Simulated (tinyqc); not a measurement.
Capacitance measurement on a leaky thin oxide: effects of series resistance and leakage: effect of the gate leakage current density, not matched to the thickness.

The device is a capacitance C in parallel with a leakage conductance G, in series with Rs and Ls. An impedance meter reports either a parallel pair (Cp, Gp) from Y = 1/Z = Gp + i w Cp or a series pair (Cs, Rm) from Z = Rm + 1/(i w Cs); w = 2 pi f, dissipation D = Gp/(w |Cp|).

EOT = 3.9 tox/eox; CET = EOT + zc + zp; C = 3.9 eps0 A/CET; G = Jg A/Vs. Z = Rs + i w Ls + 1/(G + i w C); CET read from Cp = 3.9 eps0 A/Cp; errors under 0.001 % are printed as 0.

Parameters, values chosen for the exercise; values of the order met in thin-oxide MOS capacitors:

| symbol | value | unit | meaning |
|---|---|---|---|
| eox | 3.9 |  | relative permittivity of the gate insulator (close to silicon dioxide) |
| tox | 1.7 | nm | insulator thickness |
| A | 400 | um^2 | gate area |
| zc | 0.39 | nm | oxide-equivalent thickness added by the accumulation layer |
| zp | 0 | nm | oxide-equivalent thickness added by gate depletion |
| Vs | 0.16 | V | voltage for an e-fold rise of the leakage |
| Rs | 49 | ohm | series resistance |
| Ls | 0 | nH | series inductance |
| f | 10000 | Hz | measuring frequency |

Constants: eps0 = 8.8541878128e-14 F/cm where lengths are in cm. Results are converted to the units shown.

The same in every row: C (pF) = 6.609.

Result of one run:
```
Jg (A/cm^2)	Cp (pF)	Cs (pF)	D	error of Cp (%)	error of Cs (%)	CET read from Cp (nm)
30	6.149	2.156e7	1873	-6.96	3.26e8	2.246
```

What becomes of these results when the gate leakage current density, not matched to the thickness Jg is changed from 30 to 1e-5 A/cm^2, all else the same?

Result of the changed run:
```
Jg (A/cm^2)	Cp (pF)	Cs (pF)	D	error of Cp (%)	error of Cs (%)	CET read from Cp (nm)
1e-5	6.609	6.609	6.224e-4	0	0	2.090
```

The whole series:
```
Jg (A/cm^2)	Cp (pF)	Cs (pF)	D	error of Cp (%)	error of Cs (%)	CET read from Cp (nm)
1e-5	6.609	6.609	6.224e-4	0	0	2.090
0.0001	6.609	6.609	0.006041	0	3.62e-3	2.090
0.001	6.609	6.633	0.06023	0	0.362	2.090
0.02	6.609	16.19	1.204	-4.90e-3	145	2.090
0.2	6.606	964.8	12.04	-0.0490	1.45e4	2.091
2	6.577	9.583e4	120.7	-0.488	1.45e6	2.100
30	6.149	2.156e7	1873	-6.96	3.26e8	2.246
300	3.534	2.156e9	2.470e4	-46.5	3.26e10	3.908
```

As Jg goes from 1e-5 to 300, the error of Cp goes from 0 to -46.5 %, that of Cs from 0 to 3.26e10 %, and D rises from 6.22e-4 to 24700. The CET read from Cp goes from 2.09 to 3.91 nm against the true 2.09 nm. For Jg = 0.02, 0.2, 2, 30, 300 D exceeds 1, where the accuracy of real meters degrades in proportion to sqrt(1 + D^2).

tinyqc, about 0.01 s, one thread, Intel Xeon 2.30GHz (shared host): `OMP_NUM_THREADS=1 python tinyqc.py 2022012 2022013 out.jsonl`
